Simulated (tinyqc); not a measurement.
Inside a calculation. Method: UHF in the sto-6g basis, for Be, spin multiplicity 1. This run ends on a higher stationary point, not on the lowest solution. One step of it, computed by the program tinyqc.

Problem. Iteration 2: building the Fock matrix. J_ij = sum D_kl (ij|kl) with D = D(alpha) + D(beta), K_ij = sum D_kl (ik|jl) for each spin; F = H + J - K(s); E = tr D H + tr D J / 2 - 0.5 sum_s tr D(s) K(s) + E_nn.

D(alpha) after iteration 1, lower triangle:
```
,1Be 1s,1Be 2s,1Be 2px,1Be 2py,1Be 2pz
1Be 1s,0.987412
1Be 2s,0.023599,0.000564
1Be 2px,0.000000,0.000000,0.799981
1Be 2py,0.000000,0.000000,0.400015,0.200019
1Be 2pz,0.000000,0.000000,0.000000,0.000000,0.000000
```

D(beta) after iteration 1, lower triangle:
```
,1Be 1s,1Be 2s,1Be 2px,1Be 2py,1Be 2pz
1Be 1s,0.987412
1Be 2s,0.023599,0.000564
1Be 2px,0.000000,0.000000,0.799981
1Be 2py,0.000000,0.000000,-0.400015,0.200019
1Be 2pz,0.000000,0.000000,0.000000,0.000000,0.000000
```

core Hamiltonian H = T + V (hartree), lower triangle:
```
,1Be 1s,1Be 2s,1Be 2px,1Be 2py,1Be 2pz
1Be 1s,-7.946038
1Be 2s,-1.858116,-2.079966
1Be 2px,0.000000,0.000000,-1.638720
1Be 2py,0.000000,0.000000,0.000000,-1.638720
1Be 2pz,0.000000,0.000000,0.000000,0.000000,-1.638720
```

Two-electron integrals (ij|kl) in chemists' order, unique and non-zero (hartree):
```
i,j,k,l,(ij|kl)
1,1,1,1,2.299996
2,1,1,1,0.361879
2,1,2,1,0.071926
2,2,1,1,0.570332
2,2,2,1,0.139654
2,2,2,2,0.417773
3,1,3,1,0.015252
3,2,3,1,0.022555
3,2,3,2,0.092340
3,3,1,1,0.570332
3,3,2,1,0.139654
3,3,2,2,0.417773
3,3,3,3,0.450117
4,1,4,1,0.015252
4,2,4,1,0.022555
4,2,4,2,0.092340
4,3,4,3,0.024258
4,4,1,1,0.570332
4,4,2,1,0.139654
4,4,2,2,0.417773
4,4,3,3,0.401601
4,4,4,4,0.450117
5,1,5,1,0.015252
5,2,5,1,0.022555
5,2,5,2,0.092340
5,3,5,3,0.024258
5,4,5,4,0.024258
5,5,1,1,0.570332
5,5,2,1,0.139654
5,5,2,2,0.417773
5,5,3,3,0.401601
5,5,4,4,0.401601
5,5,5,5,0.450117
```

nuclear repulsion = 0 hartree

Give: Coulomb J; exchange K(alpha); exchange K(beta); F(alpha); F(beta); total energy of this density.

Solution.

Coulomb J (hartree), lower triangle:
```
,1Be 1s,1Be 2s,1Be 2px,1Be 2py,1Be 2pz
1Be 1s,5.718
1Be 2s,1.001,1.976
1Be 2px,0.000,0.000,2.021
1Be 2py,0.000,0.000,0.000,1.963
1Be 2pz,0.000,0.000,0.000,0.000,1.943
```

exchange K(alpha) (hartree), lower triangle:
```
,1Be 1s,1Be 2s,1Be 2px,1Be 2py,1Be 2pz
1Be 1s,2.303
1Be 2s,0.395,0.170
1Be 2px,0.000,0.000,0.381
1Be 2py,0.000,0.000,0.170,0.126
1Be 2pz,0.000,0.000,0.000,0.000,0.040
```

exchange K(beta) (hartree), lower triangle:
```
,1Be 1s,1Be 2s,1Be 2px,1Be 2py,1Be 2pz
1Be 1s,2.303
1Be 2s,0.395,0.170
1Be 2px,0.000,0.000,0.381
1Be 2py,0.000,0.000,-0.170,0.126
1Be 2pz,0.000,0.000,0.000,0.000,0.040
```

F(alpha) (hartree), lower triangle:
```
,1Be 1s,1Be 2s,1Be 2px,1Be 2py,1Be 2pz
1Be 1s,-4.532
1Be 2s,-1.252,-0.275
1Be 2px,0.000,0.000,0.001
1Be 2py,0.000,0.000,-0.170,0.198
1Be 2pz,0.000,0.000,0.000,0.000,0.264
```

F(beta) (hartree), lower triangle:
```
,1Be 1s,1Be 2s,1Be 2px,1Be 2py,1Be 2pz
1Be 1s,-4.532
1Be 2s,-1.252,-0.275
1Be 2px,0.000,0.000,0.001
1Be 2py,0.000,0.000,0.170,0.198
1Be 2pz,0.000,0.000,0.000,0.000,0.264
```

total energy of this density = -14.20359 hartree
